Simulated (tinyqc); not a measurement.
Thermal stress, cracking, delamination and buckling of a thin film; Griffith cracks and misfitting inclusions: one step, computed by the program tinyqc. Command: `OMP_NUM_THREADS=1 python tinyqc.py 3004295 3004296 out.jsonl filmcrack walk`. One thread of a shared host (Intel(R) Xeon(R) Processor @ 2.30GHz), about 0.01 s of CPU time with the checks.

Isotropic linear elasticity; the substrate is much thicker than the film; stress is positive in tension.

Question. A misfitting inclusion. Film material fills a sphere of radius R in the substrate, with the misfit e = thermal strain (it wants to shrink if e > 0). Radial stress at the wall s0 = e/[(1 - 2 nu)/E + (1 + nu_s)/(2 E_s)]; inside it is uniform and hydrostatic; outside s_rr = s0 (R/r)^3, s_tt = -s_rr/2. Keep-out radius: where |s_rr| falls to 10 MPa (R if it is lower at the wall).

Inputs (values chosen for the exercise, for a model film):
```
quantity,value,unit
film Young's modulus E,57.4,GPa
film Poisson ratio nu,0.34,-
deposition temperature T_d,625,K
final temperature T,300,K
substrate Young's modulus E_s,148,GPa
substrate Poisson ratio nu_s,0.26,-
inclusion radius R,0.1,micrometre
```

Inclusion: sphere.

thermal strain = 0.00702

Give: radial stress at the wall s0; mean stress inside; keep-out radius.

Answer.

radial stress at the wall s0 = 714.0 MPa

mean stress inside = 714.0 MPa

keep-out radius = 0.4149 micrometre

The stress does not depend on R; its reach scales with R. Hydrostatic tension inside drives voids to form.
